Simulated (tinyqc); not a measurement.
Worked calculation: vacuum evaporation: vapour pressure, source flux, thickness distribution, purity and step coverage. Computed by tinyqc, a small Python program that keeps every step. Command: `OMP_NUM_THREADS=1 python tinyqc.py 3113482 3113483 out.jsonl evap walk`. One thread of a shared host (Intel(R) Xeon(R) Processor @ 2.30GHz), about 0.01 s of CPU time with the checks. Intermediate numbers are printed to about 5 digits and carried at full precision; extremes and crossings named in words are read from the listed rows.

Molecular flow, unit sticking of the metal, no re-evaporation. The background gas is taken as water vapour (18.015 g/mol, collision diameter 0.37 nm) at 300 K.

Inputs (values chosen for the exercise, modelled on germanium, with constants for the liquid):

| quantity | value | unit |
|---|---|---|
| molar mass M | 72.63 | g/mol |
| film density rho | 5.32 | g/cm^3 |
| vapour-pressure constant A | 10.67 | - |
| vapour-pressure constant B | 17500 | K |
| source temperature T | 1520 | K |
| source area | 0.67 | cm^2 |
| directionality n | 1 | - |
| source-to-wafer distance h | 45 | cm |
| wafer radius R | 2.5 | cm |
| source offset from the axis s/h | 0.7 | - |
| background pressure p | 5e-08 | Pa |
| sticking of background gas | 0.9 | - |
| aspect ratio of a trench | 3.9 | - |

Constants: u = 1.6605390666e-27 kg; k_B = 1.380649e-23 J/K; R = 8.314462618 J/(mol K).

## Vapour pressure and flux

log10(p_v/Pa) = A - B/T; flux from the surface Phi = p_v/sqrt(2 pi m k_B T), m = M u. Mass loss = Phi x area x m; heat of evaporation = ln(10) R B; d ln Phi/dT = ln(10) B/T^2 - 1/(2 T).

vapour pressure p_v = 0.14350 Pa

flux Phi = 1.1379e+17 1/(cm^2 s)

mass loss = 0.033102 g/h

heat of evaporation = 335.03 kJ/mol

change of flux per kelvin = 1.7112 %/K

Holding the rate to 1 % needs the temperature to about 0.58 K.

## Rate and uniformity on a fixed wafer above the source

A small source emits (n + 1) Phi area cos^n(phi)/(2 pi) per solid angle; on a parallel plane at height h and lateral distance l the arrival rate is (n + 1) Phi area/(2 pi h^2) x (1 + (l/h)^2)^(-(n + 3)/2). Growth rate = arrival rate x m/rho, m = M u. The wafer is fixed and centred above the source.

arrival rate at the centre = 1.1984e+13 1/(cm^2 s)

growth rate at the centre = 0.0027168 nm/s

edge over centre = 0.99386

non-uniformity (max - min)/(max + min) = 0.30817 %

share of the material that lands on the wafer, 1 - (1 + (R/h)^2)^(-(n + 1)/2) = 0.30769 %

## Offset source and rotation

Rotating wafer, source offset by s and facing upwards: thickness at radius r is the mean over the angle a of (1 + (r^2 + s^2 - 2 r s cos a)/h^2)^(-(n + 3)/2), by 360 equal steps; non-uniformity (max - min)/(max + min) over 21 radii from 0 to R.

centre thickness relative to an axial source = 0.45043

edge over centre, rotating = 0.99994

non-uniformity, rotating = 0.0031336 %

## Choosing the offset

The curvature at the centre vanishes at s/h = sqrt(2/(n + 3)).

Against the offset:

| s/h | centre thickness | edge over centre | non-uniformity (%) |
|---|---|---|---|
| 0.0 | 1.0000 | 0.9939 | 0.30817 |
| 0.2 | 0.9246 | 0.9948 | 0.26228 |
| 0.4 | 0.7432 | 0.9969 | 0.15612 |
| 0.5 | 0.6400 | 0.9980 | 0.09904 |
| 0.6 | 0.5407 | 0.9991 | 0.04707 |
| 0.7 | 0.4504 | 0.9999 | 0.00313 |
| 0.8 | 0.3718 | 1.0006 | 0.03180 |
| 0.9 | 0.3052 | 1.0012 | 0.05812 |
| 1.1 | 0.2047 | 1.0018 | 0.08954 |

The best row, s/h = 0.7, has 0.0031 % against 0.31 % on the axis, at the price of a rate lower by a factor 2.22; the small-wafer optimum is sqrt(2/(n + 3)) = 0.71.

## Scattering and purity

Mean free path lambda = k_B T_g/(sqrt2 pi d^2 p); unscattered share exp(-h/lambda); gas arrival p/sqrt(2 pi m_g k_B T_g); impurity ratio = sticking x gas arrival/metal arrival; monolayer time = 1e15 cm^-2/(sticking x gas arrival).

mean free path = 1.3620e+05 m

unscattered share = 1.00000

gas arrival rate = 1.7920e+11 1/(cm^2 s)

impurity ratio = 0.013458

monolayer time = 6200.4 s

## A trench at the wafer edge

Fixed wafer, axial point source, trench running tangentially at r = R: the beam arrives at tan(a) = R/h. Shadowed share of the floor = aspect ratio x tan(a) (at most 1); the wall facing the source grows at tan(a) times the field rate, the other wall not at all.

angle a = 3.1798 degrees

shadowed share of the floor = 0.21667

wall over field thickness = 0.055556

Checks made by the program: share on the wafer by quadrature (relative difference 2e-10).
